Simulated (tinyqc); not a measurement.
Inside a calculation. Model: sheet resistance of a shallow doped layer with concentration-dependent mobility and limited activation. Computed by tinyqc, a small Python program that keeps every step. Command: `OMP_NUM_THREADS=1 python tinyqc.py 3029105 3029106 out.jsonl irvin walk`. One thread of a shared host (Intel(R) Xeon(R) Processor @ 2.30GHz), about 0.01 s of CPU time with the checks. Intermediate numbers are printed to about 7 digits and carried at full precision; extremes and crossings named in words are read from the listed rows.

A layer of one dopant lies in a background of the opposite type. Current flows parallel to the surface down to the junction; depletion is ignored.

Inputs (values chosen for the exercise, modelled on phosphorus in silicon): surface concentration C_s = 1.1e+19 1/cm^3; length l = 93 nm; background C_B = 6.9e+15 1/cm^3; mobility floor mu_min = 70.9 cm^2/(V s); mobility mu_max = 1410 cm^2/(V s); reference density N_r = 8.75e+16 1/cm^3; exponent alpha = 0.729; prefactor of the active limit = 8.9e+21 1/cm^3; energy of the active limit = 0.332 eV; anneal temperature T = 1100 C.

Profile: erfc.

Constants: k_B = 8.617333262e-05 eV/K; e = 1.602176634e-19 C.

## Active limit and depths

C(x) = C_s erfc(x/l). Temperatures in kelvin are T(C) + 273.15. Active limit C_a = prefactor x exp(-energy/(k_B T)); the junction lies where C = C_B, and the profile exceeds C_a down to x_a (zero if C_s is below C_a). Slope at the junction in nm per decade = ln(10) C/|dC/dx|.

active limit C_a = 5.381126e+20 1/cm^3

junction depth x_j = 224.8721 nm

depth x_a = 0 nm

abruptness at the junction = 41.19616 nm/decade

## Local values

Active density N = min(C, C_a); carriers n = N - C_B; mobility mu = mu_min + (mu_max - mu_min)/(1 + ((N + C_B)/N_r)^alpha). Conductivity e n mu. Depths are 0, 0.2, 0.4, 0.6, 0.8 and 0.95 of x_j.

Along the depth:
```
x (nm)      C (1/cm^3)    N (1/cm^3)  mu (cm^2/(V s))  conductivity (S/cm)
0.0000    1.100000e+19  1.100000e+19          109.231             192.3874
44.9744   5.434367e+18  5.434367e+18          133.754             116.3093
89.9488   1.885067e+18  1.885067e+18          199.655              60.0792
134.9233  4.421619e+17  4.421619e+17          382.708              26.6887
179.8977  6.848679e+16  6.848679e+16          776.780               7.6647
213.6285  1.275888e+16  1.275888e+16         1072.674               1.0069
```

## Sheet resistance

Integrals from 0 to x_j, where C = C_B (Gauss-Legendre, 60 points on each smooth piece; 1 nm = 1e-7 cm): dose int C dx, carriers int n dx, mean mobility int n mu dx/int n dx, R_s = 1/(e int n mu dx).

chemical dose = 5.770498e+13 1/cm^2

sheet carrier density = 5.754981e+13 1/cm^2

mean mobility = 146.6010 cm^2/(V s)

sheet resistance R_s = 739.7903 ohm/square

carriers per dopant atom = 0.9973111

product R_s x_j = 166358.2 ohm nm

A box at the active limit as deep as x_j would give 7.05 ohm/square, the least this anneal allows at that depth.

## Raising the surface concentration at fixed length

The last column drops the active limit.

Layers:
```
C_s (1/cm^3)  x_j (nm)  dose (1/cm^2)  mean mu (cm^2/(V s))  R_s (ohm/square)  R_s if all active
1.00e+18      177.6619   5.233095e+12              374.9603          3257.169       3.257169e+03
3.00e+18      200.4711   1.572820e+13              238.5120          1678.560       1.678560e+03
1.00e+19      223.1612   5.245794e+13              151.3443           788.477       7.884770e+02
3.00e+19      242.2343   1.573979e+14              110.1403           360.417       3.604172e+02
1.00e+20      261.7093   5.246860e+14               88.1926           134.930       1.349296e+02
2.00e+20      272.3507   1.049383e+15               81.5788            72.922       7.292162e+01
5.00e+20      285.8640   2.623472e+15               76.5024            31.101       3.110075e+01
1.00e+21      295.7105   5.246954e+15               74.9274            19.190       1.600553e+01
2.00e+21      305.2643   1.049392e+16               74.3842            14.728       8.149227e+00
```

R_s falls as C_s^-0.60 between the first rows and as C_s^-0.38 between the last. Below C_a = 5.4e20 the exponent is set by the mobility, which drops from 375 towards mu_min. Above C_a extra dose only widens the clipped region: in the last row R_s is 1.81 times the fully active value. Caution: in rows with more than about 2e20 active atoms per cm^3 measured mobilities fall further than this form.

Checks made by the program: sheet conductance against adaptive quadrature (relative difference below 1e-10).
